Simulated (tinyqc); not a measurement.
Sheet resistance of a shallow doped layer with concentration-dependent mobility and limited activation: one step, computed by the program tinyqc. Command: `OMP_NUM_THREADS=1 python tinyqc.py 3006419 3006420 out.jsonl irvin walk`. One thread of a shared host (Intel(R) Xeon(R) Processor @ 2.30GHz), about 0.02 s of CPU time with the checks.

A layer of one dopant lies in a background of the opposite type. Current flows parallel to the surface down to the junction; depletion is ignored.

Problem. Sheet resistance. C(x) = C_s for x < l and C_s 10^(-(x - l)/abruptness) beyond. Active density N = min(C, C_a); carriers n = N - C_B; mobility mu = mu_min + (mu_max - mu_min)/(1 + ((N + C_B)/N_r)^alpha). Integrals from 0 to x_j, where C = C_B (Gauss-Legendre, 60 points on each smooth piece; 1 nm = 1e-7 cm): dose int C dx, carriers int n dx, mean mobility int n mu dx/int n dx, R_s = 1/(e int n mu dx).

Inputs (values chosen for the exercise, modelled on phosphorus in silicon):
```
quantity                      value        unit
surface concentration C_s   1.1e+21      1/cm^3
length l                         20          nm
tail abruptness                 5.8   nm/decade
background C_B              7.7e+16      1/cm^3
mobility floor mu_min          68.7  cm^2/(V s)
mobility mu_max                1370  cm^2/(V s)
reference density N_r      9.08e+16      1/cm^3
exponent alpha                0.691           -
anneal temperature T            950           C
```

Profile: box with exponential tail.

active limit C_a = 4.233344e+20 1/cm^3

Constants: e = 1.602176634e-19 C.

Give: chemical dose; sheet carrier density; mean mobility; sheet resistance R_s; carriers per dopant atom; product R_s x_j.

Solution.

chemical dose = 2.477e+15 1/cm^2

sheet carrier density = 1.055e+15 1/cm^2

mean mobility = 73.17 cm^2/(V s)

sheet resistance R_s = 80.87 ohm/square

carriers per dopant atom = 0.4258

product R_s x_j = 3566 ohm nm

Caution: above about 2e20 per cm^3 measured mobilities fall further than this form.
